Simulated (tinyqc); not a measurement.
Error of the time step: velocity overshoot from momentum and energy balance equations after a field step. Computed by tinyqc, a small Python program. Command: `OMP_NUM_THREADS=1 python tinyqc.py 3009236 3009237 out.jsonl overshoot walk`. One thread of a shared host (Intel(R) Xeon(R) Processor @ 2.30GHz), about 0.01 s of CPU time with the checks.

At t = 0 the field jumps from 0 to F in a uniform sample. v is the drift velocity and u = w - (3/2) k_B T the excess energy per carrier.

Inputs (values chosen for the exercise, modelled on electrons in GaN except for tau_E):
```
quantity                      value        unit
effective mass m                0.2         m_0
low-field mobility mu_0        1300  cm^2/(V s)
saturation velocity v_s         1.9    1e7 cm/s
energy relaxation time tau_E   0.21          ps
field after the step F           25       kV/cm
lattice temperature T           300           K
time step dt                     10          fs
```

Scheme: explicit Euler.

Constants: m_0 = 9.1093837015e-31 kg; e = 1.602176634e-19 C; k_B = 8.617333262e-05 eV/K.

Method:
- dv/dt = e F/m - v/tau_m(u), du/dt = e F v - u/tau_E, tau_m(u) = tau_0/(1 + c u), tau_0 = m mu_0/e, c = mu_0/(e tau_E v_s^2); this choice gives the steady state v (1 + mu_0 F v/v_s^2) = mu_0 F, which saturates at v_s. Steady velocity v = 2 mu_0 F/(1 + sqrt(1 + 4 (mu_0 F/v_s)^2)); u = e F v tau_E; carrier temperature T + 2u/(3 k_B), neglecting the drift energy m v^2/2.
- Step: v_new = v + dt (e F/m - v/tau_m(u)), u_new = u + dt (e F v - u/tau_E). Start v = u = 0; the distance adds dt (v + v_new)/2.
- The peak velocity is recomputed with dt/2 and dt/4 and by an adaptive Runge-Kutta method (tolerance 1e-9).

tau_0 = 147.826 fs

acceleration e F/m = 0.0219853 1e7 cm/s per fs

c = 17.1481 1/eV

steady velocity = 1.42412 1e7 cm/s

Peak velocity:
```
step      v_peak (1e7 cm/s)  error (%)
dt                   1.8920     2.4338
dt/2                 1.8686     1.1680
dt/4                 1.8576     0.5720
adaptive             1.8471     0.0000
```

What does the comparison show, and why?

The explicit scheme puts the peak 2.43 % too high; halving dt divides the error by 2.08, as a first-order method should.

Extremes, crossings and ranges named in words are read from the listed rows.
